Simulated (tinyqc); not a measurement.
Worked calculation: lattice vibrations of a chain. One step of it, computed by the program tinyqc.

Problem. Dynamical matrix at q = 0.29. q is in units of 2 pi/a. A spring k from atom i to atom j, n cells on, adds k to Phi_ii and Phi_jj, -k exp(2 pi i q n) to Phi_ij and the conjugate to Phi_ji (for one atom a cell: 2k (1 - cos 2 pi q n)); D_ij = Phi_ij / sqrt(m_i m_j).

A chain moving along its axis:
```
atom   mass (u)  spring to the next atom (eV/angstrom^2)
1     23.500000                                18.400000
2     85.500000                                 5.500000
```

Give: D(q).

Solution.

D(q) (eV/(angstrom^2 u)):
```
                 1                2
1           1.0170  -0.3800+0.1188i
2  -0.3800-0.1188i           0.2795
```
